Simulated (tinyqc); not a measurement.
# Capacitance of parallel on-chip lines from Laplace's equation on a mesh, step by step

Program tinyqc, `OMP_NUM_THREADS=1 python tinyqc.py 2790182 2790183 out.jsonl`; Intel Xeon 2.30GHz, shared host, one thread, about 1 s. Printed values are rounded.

Cross-section of an endless row of equal lines between two grounded planes; neighbours are driven in antiphase (+1 V and -1 V), so the plane midway between two lines is at 0 V. By symmetry one quarter is solved: x runs from the centre of a line (column 0, mirror) to that midplane (column 3, 0 V), y from the mid-height of the line (row 0, mirror) to the ground plane (row 4, 0 V). The line fills columns 0 to 1 and rows 0 to 1 at 1 V. Cells beside the line (below row 1) have e2, cells above have e1. Each link between nodes has the conductance g = mean permittivity of the two cells beside it (a cell beyond a mirror counts as 0), and the free nodes obey sum g (V_neighbour - V) = 0.

Inputs (values chosen for the exercise): relative permittivity above and below the lines e1 = 3.9; relative permittivity between the lines e2 = 3.9; over-relaxation factor om = 1.

Constants: eps0 = 8.8541878128e-12 F/m. Results are converted to the units shown.

## Link conductances

gx[j, i] joins node (row j, column i) to column i + 1, gy[j, i] to row j + 1.

gx:
```
       col 0  col 1  col 2
row 0   1.95   1.95   1.95
row 1    3.9    3.9    3.9
row 2    3.9    3.9    3.9
row 3    3.9    3.9    3.9
row 4   1.95   1.95   1.95
```

gy:
```
       col 0  col 1  col 2  col 3
row 0   1.95    3.9    3.9   1.95
row 1   1.95    3.9    3.9   1.95
row 2   1.95    3.9    3.9   1.95
row 3   1.95    3.9    3.9   1.95
```

## Iteration 1: relaxation sweep

V at the start (V):
```
       col 0  col 1  col 2  col 3
row 0      1      1      0      0
row 1      1      1      0      0
row 2      0      0      0      0
row 3      0      0      0      0
row 4      0      0      0      0
```

One sweep visits the free nodes row by row from row 0, left to right, and replaces V by V + om (weighted mean of the neighbours - V), using new values at once.

V after sweep 1 (V):
```
         col 0    col 1    col 2    col 3
row 0  1.00000  1.00000  0.25000  0.00000
row 1  1.00000  1.00000  0.31250  0.00000
row 2  0.25000  0.31250  0.15625  0.00000
row 3  0.06250  0.09375  0.06250  0.00000
row 4  0.00000  0.00000  0.00000  0.00000
```

## Iteration 2: relaxation sweep

As before.

V after sweep 2 (V):
```
         col 0    col 1    col 2    col 3
row 0  1.00000  1.00000  0.40625  0.00000
row 1  1.00000  1.00000  0.39062  0.00000
row 2  0.42188  0.41797  0.21777  0.00000
row 3  0.15234  0.15820  0.09399  0.00000
row 4  0.00000  0.00000  0.00000  0.00000
```

## Course of the relaxation

Stop when no node changes by 1e-7 V. C = 4 eps0 sum g (difference of V along the link)^2, in aF/um.

Course of the iteration:
```
sweep  C (aF/um)  largest change (V)
1        250.352               0.312
2        218.765               0.172
3        213.187              0.0752
4        211.914              0.0379
5        211.616              0.0187
6        211.546             9.15e-3
7        211.530             4.44e-3
8        211.526             2.15e-3
9        211.525             1.04e-3
...          ...                 ...
14       211.525             2.74e-5
15       211.525             1.33e-5
16       211.525             6.41e-6
17       211.525             3.10e-6
18       211.525             1.50e-6
19       211.525             7.23e-7
20       211.525             3.50e-7
21       211.525             1.69e-7
22       211.525             8.17e-8
```

Converged in 22 sweeps. Over the last four sweeps the change shrinks by about 0.48 a sweep. C comes down from above, since the solution minimises the energy.

## Capacitance per length

converged V (V):
```
         col 0    col 1    col 2    col 3
row 0  1.00000  1.00000  0.46687  0.00000
row 1  1.00000  1.00000  0.43373  0.00000
row 2  0.57147  0.51570  0.26807  0.00000
row 3  0.25450  0.22326  0.12283  0.00000
row 4  0.00000  0.00000  0.00000  0.00000
```

C = 4 eps0 sum g (difference of V)^2 over all links (twice the energy of the four quarters, line at 1 V). Plate estimate without fringing: eps0 [2 e1 w/hd + 2 e2 t/(s/2)], w = 2 hx, t = 2 hx, s/2 = 2 hx, hd = 3 hx.

C = 211.525 aF/um
plate estimate = 115.104 aF/um

C depends on the shape only, not on the mesh step hx. Meshes 6, 12 and 24 times finer extrapolate (Aitken) to 194.5 aF/um; this mesh is 8.7 % above that, and the plate estimate is 41 % below it.
